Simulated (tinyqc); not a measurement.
Deep-level transient spectroscopy: one step of the calculation.

Schottky contact on an n-type layer with shallow donors Nd (all ionised) and a donor-like deep trap, neutral when filled and positive when empty; depletion approximation. Traps within lam of the depletion edge stay filled. A long pulse to Vp fills the traps beyond x1 = Wp - lam; back at Vr those between x1 and x2 = Wr - lam emit. A rate window reads S = C(t2) - C(t1).

Task. The transient. W(t)^2 = Wr^2 + (Nt/Nd)(x2^2 - x1^2) exp(-en t), C = eps0 eps_r/W; for small Nt, dC/C = -(Nt/2 Nd) G exp(-en t) with G = (x2^2 - x1^2)/Wr^2. S = C(t2) - C(t1).

Parameters, values chosen for the exercise; material values close to those of silicon: relative permittivity eps_r = 11.6; shallow donor density Nd = 9.7e14 cm^-3; trap density Nt = 2.1e12 cm^-3; first sampling time t1 = 0.5 ms; second sampling time t2 = 2 ms.

Constants: eps0 = 8.8541878128e-14 F/cm where lengths are in cm. Results are converted to the units shown.

t, sample 0 to 6 (ms): 0  0.25  0.5  1.25  2  4  10
en = 199.20753 1/s
Wr = 1757.7435 nm
G = (x2^2 - x1^2)/Wr^2 = 0.45658734

Wanted: C; C - C(final); S.

Result.

```
sample  C (nF/cm^2)  C - C(final) (pF/cm^2)
0            5.8403                 -2.8858
1            5.8405                 -2.7457
2            5.8406                 -2.6124
3            5.8410                 -2.2501
4            5.8413                 -1.9380
5            5.8419                 -1.3013
6            5.8428                 -0.3939
```

S = 0.67446 pF/cm^2

Computed by the program tinyqc: `OMP_NUM_THREADS=1 python tinyqc.py 2050136 2050137 out.jsonl`, one thread of a shared Intel Xeon 2.30GHz, about 0.01 s for the whole run.
